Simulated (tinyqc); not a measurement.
# Length offset and series resistance from crossing lines

Question. R_total = Rs + k (L - dL)/Vo with constant Rs, dL and k. Find k, dL and Rs.

R_total at (L, Vo) = (45, 0.33), (135, 0.33), (45, 0.96) and (135, 0.96), L in nm and Vo in V (ohm um): 541.63636  1414.3636  324  624

Solution. At each overdrive R is a straight line in L with slope k/Vo; the two lines cross at L = dL, R = Rs.

k = 3.200 ohm um V/nm
dL = 10.80 nm
Rs = 210.0 ohm um

tinyqc, about 0.04 s, one thread, Intel Xeon 2.30GHz (shared host): `OMP_NUM_THREADS=1 python tinyqc.py 2282252 2282253 out.jsonl`
